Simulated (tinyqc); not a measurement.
What moves the results: donor near an oxide interface in a gate field (two-state model). A value that a table varies takes the place of the one given here.

Interface at z = 0 (hard wall), donor at z = d, field F pulling electrons to the interface: potential e F z; 1 kV/cm = 1e-5 eV/angstrom, c = hbar^2/2m0, q = e^2/(4 pi eps0), Q = (eps - eo)/(eps + eo). Donor state: E_D = e F d - ED - q Q/(4 eps d), the last term joining the images of ion and electron. Interface state: z exp(-b z/2) exp(-rho^2/(2 L^2)) with E_z = c b^2/(4 mz) + 3 e F/b + q Q b/(8 eps), minimised over b; in the plane at z = 3/b the ion (distance D = d - 3/b) and its image (D' = d + 3/b) give E_rho = c/(mt L^2) - (q/eps)(sqrt(pi)/L)[erfcx(D/L) + Q erfcx(D'/L)], erfcx(x) = exp(x^2) erfc(x), minimised over L. E_I = E_z + E_rho.

The two states couple by t = t0 exp(-D/aD) with t0 = q/(eps aD) (2 aD/L) sqrt(aD b/2) v, v a valley factor; this form is an estimate. With detuning u = E_D - E_I the splitting is sqrt(u^2 + 4 t^2) and the lower state has weight (1 - u/sqrt(u^2 + 4 t^2))/2 on the donor.

Constants: hbar^2/2m0 = 3.80998211 eV angstrom^2; e^2/(4 pi eps0) = 14.39964547 eV angstrom.

Values chosen for the exercise (near those of a donor in Si below SiO2, static dielectric constants; not measured data): d = 100 angstrom (depth of the donor); ED = 54.8 meV (bulk binding energy); mz = 0.904 m0 (mass across the interface); mt = 0.184 m0 (mass in the plane); eps = 11.6 (dielectric constant of the semiconductor); eo = 3.9 (dielectric constant of the oxide); aD = 21.8 angstrom (donor radius); v = 0.36 (valley factor); Fl = (75.754, 82.671, 85.438, 86.821, 88.204, 90.971, 97.888) kV/cm (fields); dl = (60, 80, 105, 135, 170, 215, 270) angstrom (depths).

## Sweeping the field

Both levels, the splitting, the donor weight and the mean depth w d + (1 - w) 3/b.

Results:

| F (kV/cm) | E_D (meV) | E_I (meV) | splitting (meV) | donor weight | mean depth (angstrom) |
|---|---|---|---|---|---|
| 75.754 | 19.412 | 26.812 | 7.47 | 0.995 | 99.7 |
| 82.671 | 26.329 | 29.129 | 2.96 | 0.972 | 98.1 |
| 85.438 | 29.096 | 30.032 | 1.34 | 0.849 | 89.6 |
| 86.821 | 30.479 | 30.479 | 0.953 | 0.500 | 65.6 |
| 88.204 | 31.862 | 30.923 | 1.33 | 0.148 | 41.2 |
| 90.971 | 34.629 | 31.804 | 2.98 | 0.025 | 32.3 |
| 97.888 | 41.546 | 33.957 | 7.64 | 0.004 | 30.0 |

E_D rises by 1.00 and E_I by 0.32 meV per kV/cm, so they cross once, near 86.8 kV/cm, where the splitting is 2t = 0.953 meV. The donor weight passes from 0.85 to 0.15 while the detuning goes from -2t to 2t, a window of 2.8 kV/cm or 3.2 % of the field; across the table the charge moves by 70 angstrom.

## Depth of the donor

Critical field, and the coupling, E_rho and L at that field.

Results:

| d (angstrom) | critical field (kV/cm) | e F d/ED | t (meV) | E_rho (meV) | L (angstrom) |
|---|---|---|---|---|---|
| 60 | 172.6 | 1.890 | 3.5 | -21.32 | 57 |
| 80 | 116.1 | 1.695 | 1.3 | -16.70 | 70 |
| 105 | 81.6 | 1.564 | 0.37 | -13.19 | 84 |
| 135 | 59.7 | 1.471 | 0.089 | -10.56 | 101 |
| 170 | 45.2 | 1.404 | 0.017 | -8.59 | 118 |
| 215 | 34.3 | 1.347 | 0.0022 | -6.95 | 140 |
| 270 | 26.4 | 1.302 | 0.00017 | -5.64 | 164 |

The critical field falls from 173 to 26 kV/cm, with exponent -1.25 in d, while t drops by a factor 2e+04, about e for each 22 angstrom at the end (aD = 21.8). One lattice plane (1.36 angstrom) of misplacement changes t by 6 % and the critical field by about 1.6 % at 105 angstrom.

## What each parameter does

Critical field (E_D = E_I), and t and L there. Each row changes one parameter from the base and keeps the others.

Results:

| case | critical field (kV/cm) | t (meV) | L (angstrom) |
|---|---|---|---|
| base | 86.8 | 0.476 | 81.6 |
| d = 115 angstrom | 72.8 | 0.231 | 89.9 |
| ED = 60.8 meV | 95.6 | 0.459 | 82.1 |
| aD = 24 angstrom | 86.8 | 0.668 | 81.6 |
| mz = 0.768 m0 | 89.1 | 0.496 | 81.1 |
| mt = 0.212 m0 | 86.2 | 0.506 | 77.1 |
| eo = 5.8 | 84.5 | 0.455 | 83.7 |
| eps = 12.3 | 87.8 | 0.437 | 83.4 |

The largest shifts from the base row, up to three for each result and ties (the steps differ in size, so this ranks the rows, not the parameters). critical field (kV/cm): d -14.0, ED +8.8, mz +2.3, eo -2.3; unchanged at the printed digits by aD. t (meV): d -0.245, aD +0.191, eps -0.0393. L (angstrom): d +8.3, mt -4.5, eo +2.1; unchanged at the printed digits by aD.

Run: tinyqc, `OMP_NUM_THREADS=1 python tinyqc.py 1281024 1281025 out.jsonl`; Intel(R) Xeon(R) Processor @ 2.30GHz, one thread, shared host; about 0.1 s of CPU time with all checks.
